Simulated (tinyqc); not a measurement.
Gate voltage from the surface potential.

Problem. At the source end, Vgs + Vsb - Vfb - psi = gamma sqrt(G), G = psi - Vt + Vt exp((psi - 2 phiF - Vsb)/Vt), and the voltage over the insulator is gamma sqrt(G). Find that voltage and Vgs.

Parameters, values chosen for the exercise:
```
symbol,value,unit,meaning
T,300,K,temperature
Vfb,-0.79,V,flat-band voltage
Vsb,0,V,source-body reverse bias
```

Constants: q = 1.602176634e-19 C, kB = 1.380649e-23 J/K, Vt = kB T/q. Results are converted to the units shown.

psi = 0.74858096 V
phiF = 0.38635910 V
gamma = 0.083424605 V^0.5

Answer. In this direction the relation is explicit: no iteration is needed.

voltage over the insulator = 0.0714 V
Vgs = 0.0300 V

Numbers from tinyqc (`OMP_NUM_THREADS=1 python tinyqc.py 2360035 2360036 out.jsonl`; about 0.04 s on one thread of a shared Intel Xeon 2.30GHz).
